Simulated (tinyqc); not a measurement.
# Scattering of inversion-layer electrons by surface optical phonons of the gate insulator (remote phonon scattering), step by step

A worked calculation. Computed by tinyqc, a small Python program that keeps every step. Command: `OMP_NUM_THREADS=1 python tinyqc.py 3110904 3110905 out.jsonl sophonon walk`. One thread of a shared host (Intel(R) Xeon(R) Processor @ 2.30GHz), about 0.02 s of CPU time with the checks. Intermediate numbers are printed to about 7 digits and carried at full precision; extremes and crossings named in words are read from the listed rows.

One subband with the Fang-Howard envelope; insulator and channel are half-spaces, the gate is far away, and an interlayer only moves the polar surface away by t (its own modes and its permittivity contrast are left out).

Inputs (values chosen for the exercise, modelled on Al2O3 on In0.53Ga0.47As):

| quantity | value | unit |
|---|---|---|
| static constant of the insulator eps_0s | 12.7 | - |
| intermediate constant eps_i | 7.25 | - |
| optical constant eps_inf | 3.26 | - |
| hbar omega_TO1 | 47.9 | meV |
| hbar omega_TO2 | 72 | meV |
| constant of the channel eps_s | 13.9 | - |
| in-plane mass m | 0.0419 | m_0 |
| valleys g_v | 1 | - |
| sheet density n | 5.3e+11 | 1/cm^2 |
| mean distance of the electrons z0 = 3/b | 4 | nm |
| interlayer thickness t | 0 | nm |
| temperature T | 250 | K |
| electron energy E | 83 | meV |
| mobility from other processes | 3000 | cm^2/(V s) |

Screening by the channel electrons: static.

Constants: k_B = 8.617333262e-05 eV/K; hbar^2/(2 m_0) = 3.80998212 eV angstrom^2; e^2/(4 pi eps_0) = 14.39964548 eV angstrom; hbar = 6.582119569e-16 eV s; e = 1.602176634e-19 C; m_0 = 9.1093837015e-31 kg.

## Surface modes and strengths

eps(w) = eps_inf + (eps_0s - eps_i) w1^2/(w1^2 - w^2) + (eps_i - eps_inf) w2^2/(w2^2 - w^2). Surface modes solve eps(w) + eps_s = 0, a quadratic in w^2; the strength of a mode is g = 2/(w d eps/dw). Occupation N = 1/(exp(hbar w/(k_B T)) - 1).

hbar omega_SO (meV): 1 52.72356, 2 81.44145

strengths g: 1 0.00634927, 2 0.01433180

occupations N: 1 0.09472030, 2 0.02334725

hbar omega g (2 N + 1) (meV): 1 0.398172, 2 1.221705

The lower mode has the larger hbar omega g N, the prefactor of absorption before the dependence on q: 0.0317 and 0.0273 meV.

## The electron gas

Density of states D = g_v m/(pi hbar^2); eta = E_F/(k_B T) = ln(exp(n/(D k_B T)) - 1); screening wave number q_s = e^2 D/(2 eps_0 eps_avg) x 1/(1 + exp(-eta)), eps_avg = (eps_s + eps_inf)/2; b = 3/z0.

D = 1.750295e+13 1/(eV cm^2)

eta = 1.124228

q_s = 0.1393065 1/nm

b = 0.75 1/nm

## Squared matrix elements

For a mode of strength g, without the occupation factor, Area x |M(q)|^2 = e^2 hbar w g/(2 eps_0 q) x (b/(b + q))^6 exp(-2 q t) / (1 + (q_s/q) H(q))^2, H = (1 + 9 x/8 + 3 x^2/8)/(1 + x)^3, x = q/b.

Area x |M|^2 (meV^2 nm^2):

| q (1/nm) | (b/(b + q))^6 | exp(-2 q t) | mode 1 | mode 2 |
|---|---|---|---|---|
| 0.05 | 0.6789342 | 1 | 3.412183e+03 | 1.189735e+04 |
| 0.10 | 0.4719044 | 1 | 3.219794e+03 | 1.122654e+04 |
| 0.20 | 0.2421174 | 1 | 1.732665e+03 | 6.041329e+03 |
| 0.30 | 0.1328103 | 1 | 8.505817e+02 | 2.965745e+03 |
| 0.50 | 0.0466560 | 1 | 2.271844e+02 | 7.921299e+02 |
| 0.80 | 0.0128345 | 1 | 4.392046e+01 | 1.531386e+02 |
| 1.20 | 0.0032371 | 1 | 7.779134e+00 | 2.712371e+01 |

## Rates at the energy E

Approximate momentum relaxation rate, taking tau v alike in the initial and final states: 1/tau = (m/(2 pi hbar^3)) sum over modes and over absorption (N, E' = E + hbar w) and emission (N + 1, E' = E - hbar w > 0) of [(1 - f(E'))/(1 - f(E))] int_0^(2 pi) Area |M(q)|^2 (1 - cos theta) d theta, q^2 = k^2 + k'^2 - 2 k k' cos theta, f the Fermi function; 48 midpoints in theta from 0 to pi.

rates (1/ps): mode 1 absorption 0.0169210, mode 1 emission 0.2533796, mode 2 absorption 0.0120513, mode 2 emission 0.5968334

tau at E = 1137.417 fs

## Mobility

mu = (e/m) int tau E f (1 - f) dE/(k_B T int f dE), by 300 midpoints from 0 to (max(eta, 0) + 14) k_B T; Matthiessen sum with the other processes.

remote-phonon mobility = 291522.1 cm^2/(V s)

total mobility = 2969.442 cm^2/(V s)

loss of mobility = 1.018599 %

Caution: a relaxation time is only an approximation for inelastic scattering, and static or no screening brackets the true dynamic screening only roughly.

## What an interlayer buys

The formulas are those given above.

Against the interlayer thickness:

| t (nm) | remote-phonon mobility (cm^2/(V s)) | total (cm^2/(V s)) |
|---|---|---|
| 0.0 | 291522 | 2969.442 |
| 0.3 | 367242 | 2975.692 |
| 0.6 | 460530 | 2980.584 |
| 1.0 | 618223 | 2985.512 |
| 1.5 | 882523 | 2989.837 |
| 2.0 | 1242634 | 2992.775 |
| 3.0 | 2365301 | 2996.200 |

1 nm of interlayer raises the remote-phonon mobility by a factor 2.12, as exp(2 q t) with an effective q of 0.38 per nm; between 2 and 3 nm the effective q is 0.32. The total goes from 2970 to 2990 over the first nanometre.

Checks made by the program: sum of strengths against 1/(eps_s + eps_inf) - 1/(eps_s + eps_0s) (relative difference below 1e-10).
